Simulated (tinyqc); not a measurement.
# Decay of LO phonons and the hot-phonon bottleneck in the cooling of electrons, step by step

A worked calculation. Computed by tinyqc, a small Python program that keeps every step. Command: `OMP_NUM_THREADS=1 python tinyqc.py 3021843 3021844 out.jsonl hotphonon walk`. One thread of a shared host (Intel(R) Xeon(R) Processor @ 2.30GHz), about 0.01 s of CPU time with the checks. Intermediate numbers are printed to about 6 digits and carried at full precision; extremes and crossings named in words are read from the listed rows.

n(E, T) = 1/(exp(E/(k_B T)) - 1) is the Bose occupation. Electrons have a temperature T_e; the LO modes within their reach share one occupation N; the decay products stay at the lattice temperature.

Inputs (values chosen for the exercise, modelled on silicon carbide):

| quantity | value | unit |
|---|---|---|
| LO energy hbar omega | 119 | meV |
| lifetime at T = 0, tau_0 | 3.7 | ps |
| share f of the energy in the softer product | 0.37 | - |
| lattice temperature T | 300 | K |
| electron mass m* | 0.341 | m_0 |
| eps_inf | 6.63 | - |
| static dielectric constant eps_s | 9.91 | - |
| electron density n | 1.7e+18 | 1/cm^3 |
| density of LO modes that the electrons reach, N_m | 1.2e+19 | 1/cm^3 |
| power supplied per electron P | 2.7 | nW |
| step factor | 0.8 | - |

Decay channel: two unequal phonons (Ridley).

Constants: k_B = 8.617333262e-05 eV/K; c = 299792458 m/s; e^2/(4 pi eps_0) = 14.39964548 eV angstrom; hbar^2/(2 m_0) = 3.80998212 eV angstrom^2; hbar = 6.582119569e-16 eV s; e = 1.602176634e-19 C; k_B = 1.380649e-23 J/K.

## Lifetime and Raman width

Decay rate 1/tau = (1/tau_0) [1 + n(f hbar omega) + n((1 - f) hbar omega)]. Full width Gamma = 1/(2 pi c tau) in 1/cm, c in cm/s.

thermal factor tau_0/tau = 1.28088

phonon lifetime tau = 2.88863 ps

Raman width Gamma = 1.83784 1/cm

equilibrium LO occupation N_0 = 0.0101219

Stimulated decay shortens the lifetime by 22 %.

## Spontaneous emission time

Froehlich coupling alpha = (e^2/(4 pi eps_0)) (1/eps_inf - 1/eps_s) k_0/(2 hbar omega), k_0 = sqrt(m* hbar omega/(hbar^2/(2 m_0))); emission time tau_sp = hbar/(2 alpha hbar omega); bottleneck ratio r = (n/N_m) tau/tau_sp.

alpha = 0.311710

emission time tau_sp = 8.87234 fs

bottleneck ratio r = 46.1234

r compares the rate at which electrons exchange quanta with a mode to its decay rate. Exchange outruns decay, so a hot population builds up if the power is high enough.

## Electron and phonon temperatures in closed form

Net emission per electron: [(N + 1) x - N]/tau_sp with x = exp(-hbar omega/(k_B T_e)), a simple two-level balance; steady state of the modes: n [(N + 1) x - N]/tau_sp = N_m (N - N_0)/tau; power per electron P = hbar omega [(N + 1) x - N]/tau_sp. With p = P tau_sp/(hbar omega): N = N_0 + r p and x = (p + N)/(N + 1); without hot phonons N = N_0. The mode temperature T_LO solves n(hbar omega, T_LO) = N.

reduced power p = 0.00125645

LO occupation N = 0.0680736

electron temperature T_e = 504.962 K

T_e without hot phonons = 307.825 K

mode temperature T_LO = 501.608 K

Hot phonons raise T_e by 197 K. T_LO lies close to T_e: electrons and LO modes form one hot system, cooled only by the decay.

## The same balance by iteration

Eliminating N gives P(T_e) = (hbar omega/tau_sp) [(N_0 + 1) x - N_0]/[1 + r (1 - x)]. Newton steps on ln P against ln T_e, times the step factor, each limited to 0.7 in ln T_e and to keeping a fifth of T_e - T; start at 1.5 T; stop when |ln(P/P(T_e))| < 1e-9 or after 40 steps.

Iterations:

| step | T_e (K) | P(T_e) (nW) | ln(P/P(T_e)) |
|---|---|---|---|
| 0 | 450.000 | 1.75946 | 4.28247e-01 |
| 1 | 489.637 | 2.42457 | 1.07597e-01 |
| 2 | 501.602 | 2.63879 | 2.29307e-02 |
| 3 | 504.277 | 2.68747 | 4.65065e-03 |
| 4 | 504.825 | 2.69748 | 9.32788e-04 |
| 5 | 504.935 | 2.69950 | 1.86665e-04 |
| 6 | 504.957 | 2.69990 | 3.73372e-05 |
| 7 | 504.961 | 2.69998 | 7.46761e-06 |
| 8 | 504.962 | 2.70000 | 1.49353e-06 |
| 9 | 504.962 | 2.70000 | 2.98706e-07 |
| 10 | 504.962 | 2.70000 | 5.97412e-08 |
| 11 | 504.962 | 2.70000 | 1.19482e-08 |
| 12 | 504.962 | 2.70000 | 2.38965e-09 |
| 13 | 504.962 | 2.70000 | 4.77930e-10 |

converged (1 yes, 0 no) = 1

T_e from the iteration = 504.962 K

Converged at step 13.

## Energy relaxation with and without hot phonons

P(T_e) = (hbar omega/tau_sp) [(N_0 + 1) x - N_0]/[1 + r (1 - x)], and r = 0 without hot phonons; energy relaxation time tau_E = (3/2) k_B (T_e - T)/P.

Cooling:

| T_e (K) | P, cold phonons (nW) | P, hot phonons (nW) | ratio | tau_E (ps) | N |
|---|---|---|---|---|---|
| 330 | 11.3025 | 0.243477 | 46.4211 | 2.55174 | 0.0153478 |
| 380 | 35.5743 | 0.774948 | 45.9053 | 2.13792 | 0.0267551 |
| 450 | 79.1397 | 1.75946 | 44.9796 | 1.76558 | 0.0478861 |
| 600 | 195.538 | 4.60020 | 42.5064 | 1.35058 | 0.108859 |
| 800 | 364.550 | 9.36783 | 38.9151 | 1.10536 | 0.211189 |
| 1100 | 596.807 | 17.5635 | 33.9800 | 0.943308 | 0.387098 |
| 1600 | 893.962 | 32.3128 | 27.6659 | 0.833188 | 0.703671 |
| 2300 | 1169.05 | 53.5754 | 21.8207 | 0.773107 | 1.16004 |

Reabsorption cuts the loss by a factor 46.4 at the lowest T_e and 21.8 at the highest; the factor is 1 + r (1 - x) with r = 46.1. tau_E runs from 2.6 to 0.77 ps, with its shortest value, 0.77 ps, at T_e = 2300 K, against tau_sp = 8.9 fs and a phonon lifetime of 2.9 ps. For r (1 - x) much above 1 the loss tends to hbar omega (N_m/n)(n(hbar omega, T_e) - N_0)/tau, in which tau_sp no longer appears. Pauli blocking is left out, as are upper valleys and non-parabolic bands, which can matter above about 1000 K.

Checks made by the program: iteration against the closed form (relative difference 2e-10).
